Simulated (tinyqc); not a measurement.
Phase shift across the band: Koster-Slater impurity in a tight-binding band, by Green functions and by supercells. Computed by tinyqc, a small Python program. Command: `OMP_NUM_THREADS=1 python tinyqc.py 3026591 3026592 out.jsonl kosterslater walk`. One thread of a shared host (Intel(R) Xeon(R) Processor @ 2.30GHz), about 0.05 s of CPU time with the checks.

One orbital per site, e(k) = -2 t sum cos(k_i) over 3 direction(s), band from -6 t to 6 t, lattice constant 1. One site has the extra energy U. Spin is left out.

Inputs (values chosen for the exercise, for a model band): hopping t = 1.7 eV; impurity potential U = 14.8 eV; broadening eta = 0.17 eV.

Lattice: simple cubic.

Method:
- Outside the band G0(E) = (1/pi) int_0^pi dk (2/(pi z)) K(16 t^2/z^2), z = E + 2 t cos k, K the complete elliptic integral with parameter m; 200 Gauss-Legendre points.
- A bound state solves 1/U = G0(E).
- Bisection in ln(distance from the edge) between 1e-5 t and |U| + t. Weight on the impurity site: -1/(U^2 dG0/dE), by a central difference with step min(1e-4 t, distance/30). Decay length along an axis: 1/arccosh(1 + distance/(2 t)).
- Inside the band G0(z), z = E + i eta, comes from the chain form 1/(sqrt(y - 2t) sqrt(y + 2t)) (principal roots) at y = z + 2 t cos k + 2 t cos k', averaged over k and k' in (0, pi) with 200 Gauss-Legendre points each.
- delta/pi = -arg(1 - U G0)/pi counts the states added below E (Friedel); host DOS = -Im G0/pi, DOS on the impurity = -Im[G0/(1 - U G0)]/pi; 13 evenly spaced energies from -(band edge + |U| + 2t) to +(band edge + |U| + 2t).

distance from the band edge = 5.82288 eV

level E_b = 16.0229 eV

Across the spectrum:
```
E (eV),Re G0 (1/eV),host DOS (1/eV),DOS on the impurity (1/eV),delta/pi
-28.400,-0.03601,0.000072,0.000031,-0.00069
-23.667,-0.04367,0.000107,0.000039,-0.00096
-18.933,-0.05574,0.000179,0.000054,-0.00145
-14.200,-0.07836,0.000381,0.000082,-0.00261
-9.467,-0.14766,0.010640,0.001024,-0.04904
-4.733,-0.17175,0.048060,0.002740,-0.17915
0.000,0.00000,0.082203,0.005267,-0.41854
4.733,0.17175,0.048060,0.006520,-0.69226
9.467,0.14766,0.010640,0.006449,-0.87415
14.200,0.07836,0.000381,0.014751,-0.96484
18.933,0.05574,0.000179,0.005815,-0.01509
23.667,0.04367,0.000107,0.000855,-0.00448
28.400,0.03601,0.000072,0.000329,-0.00228
```

delta/pi starts and ends near zero (-0.001 and -0.002): the impurity moves states but creates none. delta/pi is negative in the band, down to -0.96 among these rows (-1 just below the level for small eta), and the lost state returns at the level above the band (16.023 eV).

Extremes, crossings and ranges named in words are read from the listed rows.
